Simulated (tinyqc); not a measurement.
# Fully depleted semiconductor-on-insulator film with two gates, non-linear Poisson equation by Newton steps: two studies

One dimension across the film, front interface at x = 0, back interface at x = ts. psi is counted from the intrinsic level, n = ni exp(psi/Vt) (source grounded), holes neglected, acceptors ionised. Gates act through Cox = eps0 eox/tox and Cbox = 3.9 eps0/tb with potentials G1 = Vg - (phiM - chi - Vt ln(Nc/ni)) and G2 = Vb - (phiB - chi - Vt ln(Nc/ni)). Classical Boltzmann densities, no interface charge, no depletion in the back plane.

Parameters, values chosen for the exercise; band and dielectric values close to those of silicon:
- T = 350 K (temperature)
- Eg = 1.11 eV (band gap)
- eps_r = 11.7 (relative permittivity)
- Nc = 3.53e19 cm^-3 (conduction-band density of states at T)
- Nv = 3.33e19 cm^-3 (valence-band density of states at T)
- chi = 4 eV (electron affinity)
- eox = 22.2 (relative permittivity of the gate insulator (close to hafnium oxide))
- tox = 12 nm (insulator thickness)
- ts = 10 nm (film thickness)
- tb = 87 nm (buried-oxide thickness (eps_r 3.9))
- Na = 1e15 cm^-3 (acceptor density of the film)
- phiM = 4.65 eV (work function of the front gate)
- phiB = 4.05 eV (work function of the back plane)
- Vb = -0.6 V (back-gate voltage)

Constants: q = 1.602176634e-19 C, kB = 1.380649e-23 J/K, Vt = kB T/q, eps0 = 8.8541878128e-14 F/cm where lengths are in cm. Results are converted to the units shown.

Each table varies one quantity; the others keep the values above.

## Charge against front-gate voltage

ni = sqrt(Nc Nv) exp(-Eg/(2 Vt)), Eg in volts. The Poisson equation eps0 eps_r d2psi/dx2 = q (n + Na), with -eps0 eps_r dpsi/dx = Cox (G1 - psi) at x = 0 and eps0 eps_r dpsi/dx = Cbox (G2 - psi) at x = ts, is solved on 300 equal intervals with half boxes at both ends; N_inv is the trapezoid sum of n. Swing = ln 10/(d ln N_inv/dVg); the last column is (dN_inv/dVb)/(dN_inv/dVg).

Charge against front-gate voltage:
columns A: Vg (V); B: psi front (V); C: psi back (V); D: N_inv (cm^-2); E: centroid/ts; F: swing (mV/decade); G: q dN_inv/dVg over Cox; H: back/front leverage
```
A          B        C        D      E       F        G       H
0.11  0.0133  0.00924   5.08e5  0.489    72.4  1.58e-6  0.0421
0.26   0.160    0.150   6.01e7  0.474    72.4  1.87e-4  0.0416
0.41   0.306    0.290   6.91e9  0.458    74.5   0.0209  0.0409
0.56   0.428    0.392  2.67e11  0.402     153    0.394  0.0373
0.71   0.493    0.420  1.13e12  0.303     373    0.681  0.0317
0.86   0.531    0.428  2.27e12  0.234     641    0.799  0.0288
1.01   0.556    0.432  3.55e12  0.189     932    0.858  0.0273
1.16   0.574    0.434  4.89e12  0.159  1.24e3    0.891  0.0265
1.31   0.589    0.435  6.28e12  0.138  1.55e3    0.913  0.0259
```

Read the table: what changes, and by how much?

N_inv passes 1e11 cm^-2 at Vg = 0.507 V. The swing starts at 72.4 mV a decade, against (1 + k) Vt ln 10 = 71.1 for a front channel with k = Cs Cbox/(Cox (Cs + Cbox)) = 0.0233, Cs = eps0 eps_r/ts; above threshold this column is no longer a subthreshold swing. The centroid falls from 0.489 to 0.138 of ts and the leverage of the back gate falls from 0.0421 to 0.0259. For Vg = 0.86, 1.01, 1.16, 1.31 the density at an interface exceeds 0.3 Nc, where Boltzmann statistics fail. For Vg = 0.86, 1.01, 1.16, 1.31 the classical centroid lies within 3 nm of an interface, where confinement, left out, would push it away.

## Threshold and coupling against the insulator thickness

VT is the Vg for N_inv = 1e11 cm^-2; -dVT/dVb from the linearised equation. Limits with Cs = eps0 eps_r/ts: front channel Cs Cbox/(Cox (Cs + Cbox)), back channel Cbox (Cox + Cs)/(Cox Cs). Swing at N_inv = 1e8 cm^-2.

The same in every row: centroid/ts at VT = 0.433.

Threshold and coupling against the insulator thickness:
```
tox (nm)  VT (V)  -dVT/dVb  front-channel limit  back-channel limit  swing (mV/decade)
6          0.496    0.0274               0.0117              0.0504               71.5
8.5        0.501    0.0324               0.0165              0.0555               71.9
12         0.507    0.0393               0.0233              0.0625               72.4
17         0.516    0.0492               0.0331              0.0726               73.1
24         0.528    0.0630               0.0467              0.0868               74.0
34         0.545    0.0828               0.0661               0.107               75.4
48         0.570     0.111               0.0933               0.135               77.4
```

As tox goes from 6 to 48, VT rises from 0.496 to 0.570 V, the centroid stays near 0.433 of ts and -dVT/dVb rises from 0.0274 to 0.111. The coupling covers 40.7 % of the way from the front-channel to the back-channel limit in the first row and 41.0 % in the last.

tinyqc, about 0.3 s, one thread, Intel Xeon 2.30GHz (shared host): `OMP_NUM_THREADS=1 python tinyqc.py 2190085 2190086 out.jsonl`
